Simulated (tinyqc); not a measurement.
# Capacitances against the distance to each plane

Endless row of lines of width wl, height tl and space sl between grounded planes at distance hd; e2 fills the gaps beside the lines, e1 the rest. Laplace's equation is solved on meshes of 3, 6 and 12 steps per unit u and extrapolated (Aitken), which is good to about 0.2 %. C_even (all lines at 1 V) is the capacitance Cg to the planes; C_odd (neighbours in antiphase) = Cg + 4 Cc if only nearest neighbours couple, which defines Cc; total with quiet neighbours Cg + 2 Cc. Plate values 2 eps0 e1 wl/hd and eps0 e2 tl/sl.

Inputs (values chosen for the exercise): relative permittivity above and below the lines e1 = 3; relative permittivity between the lines e2 = 2.7; line width, in units u wl = 4 u; line height tl = 6 u; space between lines sl = 6 u.

Constants: eps0 = 8.8541878128e-12 F/m. Results are converted to the units shown.

The same in every row: plate Cc (aF/um) = 23.9.

Results:
```
hd (u)	Cg (aF/um)	Cc (aF/um)	Cg + 2 Cc (aF/um)	C_odd (aF/um)	plate Cg (aF/um)	share of coupling, 2 Cc/(Cg + 2 Cc) (%)
2	201	15.7	232	264	106	13.6
3	145	20.2	185	225	70.8	21.8
5	93.4	26.9	147	201	42.5	36.6
6	79.5	29.5	138	197	35.4	42.6
8	61.2	33.3	128	194	26.6	52.1
10	49.7	35.9	122	193	21.3	59.1
```

Estimate the missing row, hd = 4 u.

Computed row:
```
hd (u)	Cg (aF/um)	Cc (aF/um)	Cg + 2 Cc (aF/um)	C_odd (aF/um)	plate Cg (aF/um)	share of coupling, 2 Cc/(Cg + 2 Cc) (%)
4	113	23.9	161	209	53.1	29.6
```

With this row back in the table: As hd goes from 2 to 10, Cg falls from 201 to 49.7 aF/um, Cc rises from 15.7 to 35.9 aF/um and the share of coupling rises from 13.6 to 59.1 %. Cg is 1.89 times its plate value in the first row and 2.34 times in the last; for Cc the ratios are 0.658 and 1.50. Neighbours in antiphase raise the load by a factor of 1.14 and 1.59 over quiet ones. For hd = 10 the planes are farther than 0.8 of the pitch, so second neighbours couple too and Cg + 2 Cc understates the quiet load by a per cent or more.

tinyqc, about 0.7 s, one thread, Intel Xeon 2.30GHz (shared host): `OMP_NUM_THREADS=1 python tinyqc.py 2790208 2790209 out.jsonl`
